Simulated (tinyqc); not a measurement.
## Long-channel MOSFET, surface-potential model: effect of the source-body reverse bias

n-channel transistor on a uniformly doped p-type body, gradual-channel approximation, constant mobility, Boltzmann statistics, full ionisation. Potentials are counted from the neutral body; V is the electron quasi-Fermi potential, Vsb at the source and Vsb + Vds at the drain. Charges are magnitudes per area.

ni = sqrt(Nc Nv) exp(-Eg/(2 Vt)), Eg in volts; phiF = Vt ln(Na/ni); Cox = eps0 eox/tox; gamma = sqrt(2 q eps0 eps_r Na)/Cox. The surface potential psi at channel potential V solves Vgs + Vsb - Vfb - psi = gamma sqrt(G), G = psi - Vt + Vt exp((psi - 2 phiF - V)/Vt). Charge sheet: Qi = Cox gamma [sqrt(G) - sqrt(psi - Vt)]; I = mu (W/L) [integral of Qi dpsi from psi_0 to psi_L (drift) + Vt (Qi0 - QiL) (diffusion)], with psi_0 at V = Vsb and psi_L at V = Vsb + Vds. VT = Vfb + 2 phiF + gamma sqrt(2 phiF + Vsb), m = 1 + gamma/(2 sqrt(2 phiF + Vsb)). The swing is 20 mV/log10[I(VT - 0.14 V)/I(VT - 0.16 V)] of the charge-sheet current at the given Vds.

Parameters, values chosen for the exercise; material values close to those of silicon:

| symbol | value | unit | meaning |
|---|---|---|---|
| T | 300 | K | temperature |
| Eg | 1.11 | eV | band gap |
| eps_r | 11.8 |  | relative permittivity of the semiconductor |
| Nc | 2.76e19 | cm^-3 | conduction-band density of states at T |
| Nv | 2.7e19 | cm^-3 | valence-band density of states at T |
| Na | 1.2e17 | cm^-3 | acceptor density of the body |
| eox | 24.2 |  | relative permittivity of the gate insulator |
| tox | 38 | nm | insulator thickness |
| Vfb | -0.75 | V | flat-band voltage |
| mu | 280 | cm^2/(V s) | channel mobility |
| W | 20 | um | gate width |
| L | 1 | um | gate length |
| Vgs | 1.53 | V | gate-source voltage |
| Vds | 0.2 | V | drain-source voltage |

Constants: q = 1.602176634e-19 C, kB = 1.380649e-23 J/K, Vt = kB T/q, eps0 = 8.8541878128e-14 F/cm where lengths are in cm. Results are converted to the units shown.

The same in every row: gamma (V^0.5) = 0.3555.

Results:
```
Vsb (V),VT (V),m,swing (mV/decade),"I at Vgs, Vds (uA)"
0,0.4031,1.195,73.79,517.6
0.25,0.4487,1.171,71.54,492.6
0.5,0.4892,1.154,70.09,469.9
0.75,0.5261,1.141,69.05,449.1
1.25,0.5920,1.123,67.64,411.4
1.5,0.6219,1.116,67.13,394.1
```

Estimate the missing row, Vsb = 1 V.

Computed row:
```
Vsb (V),VT (V),m,swing (mV/decade),"I at Vgs, Vds (uA)"
1,0.5602,1.131,68.26,429.6
```

With this row back in the table: As Vsb goes from 0 to 1.5 V, VT rises from 0.403 to 0.622 V, the swing falls from 73.8 to 67.1 mV a decade and the current falls from 518 to 394 uA. The swing is 3.7 % above m Vt ln 10 in the first row and 1.0 % above it in the last. In every row the surface electron density at the source passes 0.3 Nc, where degeneracy and quantisation, left out here, matter.

Computed by the program tinyqc: `OMP_NUM_THREADS=1 python tinyqc.py 2360004 2360005 out.jsonl`, one thread of a shared Intel Xeon 2.30GHz, about 0.03 s for the whole run.
